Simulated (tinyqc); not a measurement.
What moves the results: optical transitions of a finite quantum well. A value that a table varies takes the place of the one given here.

Each carrier sees a square well of width L with its own depth V and masses m (inside), mb (outside); c = hbar^2/2m0, k = sqrt(m E/c), kappa = sqrt(mb (V - E)/c), and level n solves k L + 2 atan[(k/m)/(kappa/mb)] = n pi. The envelope is cos(kz) for odd n and sin(kz) for even n inside, joins exp(-kappa (|z| - L/2)) outside, and is normalised to 1. Excitons and band mixing are left out.

Constants: hbar^2/2m0 = 3.80998211 eV angstrom^2; e^2/(4 pi eps0) = 14.39964547 eV angstrom; hc = 1239.841984 eV nm.

Inputs chosen for the exercise (near those of an InGaAs well in InP; not measured data): L = 117 angstrom (well width); Vc = 0.26 eV (conduction offset); me = 0.0421 m0 (electron, well); meb = 0.0803 m0 (electron, barrier); eps = 10.8 (background dielectric constant); Nss = (0.12, 0.3, 0.6, 1.2, 1.8, 2.4, 3.6) x 1e12/cm^2 (sheet densities); Eg = 0.806 eV (gap of the well); Vv = 0.377 eV (valence offset); mh = 0.366 m0 (heavy hole along z, well); mhb = 0.511 m0 (heavy hole, barrier); ml = 0.0536 m0 (light hole along z, well); mlb = 0.1237 m0 (light hole, barrier); Ls = (35, 52, 63, 82, 104, 129, 186) angstrom (widths).

## Depolarisation shift

The collective line lies at E12 sqrt(1 + a), a = 8 pi q (n1 - n2) S/(eps E12), q = e^2/(4 pi eps0), S = integral over z of (integral up to z of psi_1 psi_2)^2. Zero temperature with the mass me in both subbands: n1 - n2 = Ns until Ns reaches D E12, D = me/(2 pi c), and D E12 beyond. 1e12/cm^2 = 1e-4/angstrom^2; exchange and the static band bending by the charge are left out.

Line position:

| Ns (1e12/cm^2) | n1 - n2 | a | line (meV) | shift (meV) |
|---|---|---|---|---|
| 0.12 | 0.120 | 0.0386 | 98.51 | 1.85 |
| 0.30 | 0.300 | 0.0966 | 101.22 | 4.56 |
| 0.60 | 0.600 | 0.1932 | 105.59 | 8.93 |
| 1.2 | 1.200 | 0.3865 | 113.82 | 17.16 |
| 1.8 | 1.700 | 0.5475 | 120.24 | 23.58 |
| 2.4 | 1.700 | 0.5475 | 120.24 | 23.58 |
| 3.6 | 1.700 | 0.5475 | 120.24 | 23.58 |

S = 9.291 angstrom
E12 = 96.66 meV

What can be read from the table?

The upward shift grows from 1.85 to 23.58 meV, 24.4 % of E12 at most. It stops moving once e2 starts to fill, at Ns = 1.70 e12/cm^2. For small a the shift is a E12/2, linear in Ns; in the last row that rule gives 26.46 meV. S/L = 0.0794, against 5/(9 pi^2) = 0.0563 for hard walls.

## Width of the well

Edge wavelength hc/(Eg + e1 + hh1), squared e1-hh1 overlap, lh1 - hh1, and the 1-2 intersubband energy with f_12 = (m1/c) E12 z_12^2, 1/m1 = <1|1/m|1> (dash: e2 unbound).

Results:

| L (angstrom) | edge (nm) | overlap^2 | lh1 - hh1 (meV) | E12 (meV) | f_12 |
|---|---|---|---|---|---|
| 35 | 1270.7 | 0.8102 | 82.5 | - | - |
| 52 | 1352.7 | 0.8731 | 58.6 | - | - |
| 63 | 1387.2 | 0.8969 | 48.0 | 185.2 | 0.620 |
| 82 | 1427.7 | 0.9237 | 35.2 | 151.5 | 0.962 |
| 104 | 1457.1 | 0.9429 | 25.9 | 113.5 | 0.975 |
| 129 | 1478.2 | 0.9568 | 19.1 | 84.1 | 0.970 |
| 186 | 1503.8 | 0.9742 | 11.0 | 48.1 | 0.964 |

What can be read from the table?

The edge tunes from 1271 to 1504 nm, towards hc/Eg = 1538 nm, while the overlap goes from 0.810 to 0.974. e2 binds at L = pi sqrt(c/(me Vc)) = 58.6 angstrom; f_12 starts from zero there and is 0.620 at 63 angstrom, the rest going to the continuum; among the widths listed it peaks at 0.975 (104 angstrom) and is 0.964 in the widest well, against 0.961 for hard walls.

## What each parameter does

Edge wavelength hc/(Eg + e1 + hh1), squared overlap of e1 and hh1, and the confinement energies. Each row changes one parameter from the base and keeps the others.

Results:

| case | edge (nm) | overlap^2 | e1 (meV) | hh1 (meV) |
|---|---|---|---|---|
| base | 1469.3 | 0.9509 | 31.7 | 6.1 |
| L = 105 angstrom | 1458.1 | 0.9436 | 36.8 | 7.5 |
| Eg = 0.822 eV | 1441.9 | 0.9509 | 31.7 | 6.1 |
| Vc = 0.299 eV | 1467.0 | 0.9577 | 33.0 | 6.1 |
| Vv = 0.452 eV | 1469.1 | 0.9473 | 31.7 | 6.2 |
| me = 0.0463 m0 | 1471.6 | 0.9570 | 30.4 | 6.1 |
| mh = 0.421 m0 | 1470.4 | 0.9465 | 31.7 | 5.5 |
| meb = 0.0964 m0 | 1471.9 | 0.9483 | 30.2 | 6.1 |

What can be read from the table?

The largest shifts from the base row, up to three for each result and ties (the steps differ in size, so this ranks the rows, not the parameters). edge (nm): Eg -27.3, L -11.1, meb +2.6. overlap^2: L -0.0073, Vc +0.0069, me +0.0061; unchanged at the printed digits by Eg. e1 (meV): L +5.1, meb -1.5, me -1.3, Vc +1.3; unchanged at the printed digits by Eg, Vv and mh. hh1 (meV): L +1.3, mh -0.7, Vv +0.1; unchanged at the printed digits by Eg, Vc, me and meb.

Computed by tinyqc, a small Python program: `OMP_NUM_THREADS=1 python tinyqc.py 1252468 1252469 out.jsonl` (the numbers bound the seed that draws the inputs); one thread of a shared host (Intel(R) Xeon(R) Processor @ 2.30GHz), about 0.05 s for the whole set of steps.
